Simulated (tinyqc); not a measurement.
# Electron continuity equation in a given potential, Scharfetter-Gummel discretisation: current and errors against the applied potential

Steady state in one dimension: J = q mu n E + q D dn/dx with E = -dpsi/dx and D = mu Vt, dJ/dx = q (n/tau - G), fixed densities nL and nR at the ends. The potential is given, psi = U (x/L)^2, and is not changed by the electrons.

8 equal intervals. Fluxes J_i = (q D/h)(n_(i+1) P_i - n_i Q_i), d_i = (psi_(i+1) - psi_i)/Vt: Scharfetter-Gummel P = B(d), Q = B(-d), B(d) = d/(exp(d) - 1); central P = 1 - d/2, Q = 1 + d/2; upwind P = 1 + max(-d, 0), Q = 1 + max(d, 0). Balance at each inner node: J_i - J_(i-1) = q h (n_i/tau - G). The reference is Scharfetter-Gummel on 4000 intervals or more. Errors are those of J on the first interval against the reference at its midpoint; errors under 1e-6 % are printed as 0.

Inputs (values chosen for the exercise); mobility close to that of gallium nitride at room temperature:

| symbol | value | unit | meaning |
|---|---|---|---|
| T | 350 | K | temperature |
| mu | 1010 | cm^2/(V s) | electron mobility |
| L | 0.14 | um | length of the region |
| nL | 2.5e13 | cm^-3 | density at x = 0 |
| nR | 2.3e12 | cm^-3 | density at x = L |
| tau | 9e-13 | s | lifetime |
| G | 0 | cm^-3 s^-1 | uniform generation rate |

Constants: q = 1.602176634e-19 C, kB = 1.380649e-23 J/K, Vt = kB T/q. Results are converted to the units shown.

Current and errors against the applied potential:

| U (V) | largest \|d\| | reference J (A/cm^2) | SG error (%) | central error (%) | upwind error (%) | most negative central n (cm^-3), 0 if none |
|---|---|---|---|---|---|---|
| 0.012 | 0.09325 | -20.34 | 0.187 | 0.184 | 0.737 | 0 |
| 0.048 | 0.3730 | -22.41 | 0.503 | 0.462 | 2.44 | 0 |
| 0.12 | 0.9325 | -26.33 | 1.17 | 0.995 | 5.05 | 0 |
| 0.24 | 1.865 | -32.12 | 2.30 | 1.86 | 8.37 | 0 |
| 0.36 | 2.798 | -37.17 | 3.42 | 2.71 | 11.1 | 0 |
| 0.53 | 4.119 | -43.43 | 5.01 | 3.90 | 14.6 | 0 |
| 0.72 | 5.595 | -49.59 | 6.79 | 5.22 | 18.2 | 0 |
| 1.1 | 8.548 | -60.15 | 10.4 | 7.83 | 24.8 | 0 |

What does the comparison show, and why?

The reference current falls from -20.3 to -60.2 A/cm^2. The largest errors in size are 10 % (Scharfetter-Gummel), 7.8 % (central) and 25 % (upwind). With sources Scharfetter-Gummel is no longer exact, since it takes J constant over each interval, and it is not always the most accurate for J.

Range of the model: The drift velocity mu E exceeds 1e7 cm/s somewhere, where real mobilities no longer stay constant.

tinyqc, about 0.01 s, one thread, Intel Xeon 2.30GHz (shared host): `OMP_NUM_THREADS=1 python tinyqc.py 2220114 2220115 out.jsonl`
